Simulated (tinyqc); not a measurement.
Pariser-Parr-Pople SCF with singles CI, for the molecule Fc1ccccc1 (SMILES; centres numbered as the heavy atoms are written), step by step. One step of it, computed by the program tinyqc.

Question. Iteration 1: orbitals and new P. Diagonalise F (the basis is taken as orthonormal) and form P = 2 sum c c over the lowest orbitals; 0.3 of the old P is kept.

F (eV):
```
            1F         2C         3C         4C         5C         6C         7C
1F  -24.127874  -4.356596   0.752721   0.194158  -0.456487   0.194158   0.752721
2C   -4.356596  -5.454823  -4.423069   0.000000   0.574755   0.000000  -4.423069
3C    0.752721  -4.423069  -4.884951  -4.933652   0.291953   0.699883  -0.292013
4C    0.194158   0.000000  -4.933652  -3.869665  -4.735825   0.000000   0.699883
5C   -0.456487   0.574755   0.291953  -4.735825  -4.148823  -4.735825   0.291953
6C    0.194158   0.000000   0.699883   0.000000  -4.735825  -3.869665  -4.933652
7C    0.752721  -4.423069  -0.292013   0.699883   0.291953  -4.933652  -4.884951
```

pi electrons, sum of z_r less the charge = 8

P at the start:
```
           1F         2C         3C         4C         5C         6C         7C
1F   1.660175   0.564332  -0.273462  -0.103329   0.273462  -0.103329  -0.273462
2C   0.564332   1.000000   0.556463   0.000000  -0.249451   0.000000   0.556463
3C  -0.273462   0.556463   1.113275   0.696308  -0.113275  -0.303692   0.113275
4C  -0.103329   0.000000   0.696308   1.000000   0.642067   0.000000  -0.303692
5C   0.273462  -0.249451  -0.113275   0.642067   1.113275   0.642067  -0.113275
6C  -0.103329   0.000000  -0.303692   0.000000   0.642067   1.000000   0.696308
7C  -0.273462   0.556463   0.113275  -0.303692  -0.113275   0.696308   1.113275
```

Give: orbital energies; P after iteration 1.

Answer.

orbital energies (eV): -25.1049  -13.0671  -9.8764  -9.7109  0.5313  1.4138  4.5735

P after iteration 1:
```
         1F       2C       3C       4C       5C       6C       7C
1F   1.8641   0.3242  -0.1759  -0.0435   0.1485  -0.0435  -0.1759
2C   0.3242   0.9842   0.6198   0.0033  -0.3106   0.0033   0.6198
3C  -0.1759   0.6198   1.0758   0.6810  -0.0481  -0.3176   0.0309
4C  -0.0435   0.0033   0.6810   0.9738   0.6559   0.0187  -0.3176
5C   0.1485  -0.3106  -0.0481   0.6559   1.0524   0.6559  -0.0481
6C  -0.0435   0.0033  -0.3176   0.0187   0.6559   0.9738   0.6810
7C  -0.1759   0.6198   0.0309  -0.3176  -0.0481   0.6810   1.0758
```
